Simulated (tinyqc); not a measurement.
Van der Pauw, Hall and four-point-probe measurements on a doped layer: two steps of the calculation.

A uniform n-type layer with sheet resistance Rs = 1/(q ns mu), point contacts, low field (mu B small).

Parameters, values chosen for the exercise: Hall factor rH = 1.1; magnetic field B = 1 T; current I = 500 uA; thickness of the layer t = 420 nm.

Constants: q = 1.602176634e-19 C. Results are converted to the units shown.

Task 1. New z. The van der Pauw equation exp(-pi RA z) + exp(-pi RB z) = 1 is solved for z = 1/Rs: e1 = exp(-pi RA z), e2 = exp(-pi RB z), f = e1 + e2 - 1, f' = -pi (RA e1 + RB e2), z(new) = z - f/f'.

z at the start = 5.5172271 mS
RA = 31.568501 ohm
RB = 48.412111 ohm

Give: e1; e2; f; f'; z after iteration 1.

Result 1.

e1 = 0.5786
e2 = 0.4321
f = 0.01067
f' = -0.1231 kohm
z after iteration 1 = 5.604 mS

Task 2. Sheet density, mobility and bulk values. Rs = 1/z; Hall sheet density B I/(q |VH|); Hall mobility |VH|/(Rs B I); true values ns = rH times the Hall density, mu = Hall mobility/rH; bulk density ns/t, resistivity Rs t; correction factor F = Rs/[(pi/ln 2)(RA + RB)/2].

converged z = 5.6044139 mS
VH = -6.4770377 mV
RA = 31.568501 ohm
RB = 48.412111 ohm

Give: Rs; Hall sheet density; Hall mobility; ns; mu; bulk density; resistivity; F.

Result 2.

Rs = 178.43 ohm/square
Hall sheet density = 4.8182e13 cm^-2
Hall mobility = 726.00 cm^2/(V s)
ns = 5.3000e13 cm^-2
mu = 660.00 cm^2/(V s)
bulk density = 1.2619e18 cm^-3
resistivity = 0.0074941 ohm cm
F = 0.98444

Computed by the program tinyqc: `OMP_NUM_THREADS=1 python tinyqc.py 2850207 2850208 out.jsonl`, one thread of a shared Intel Xeon 2.30GHz, about 0.01 s for the whole run.
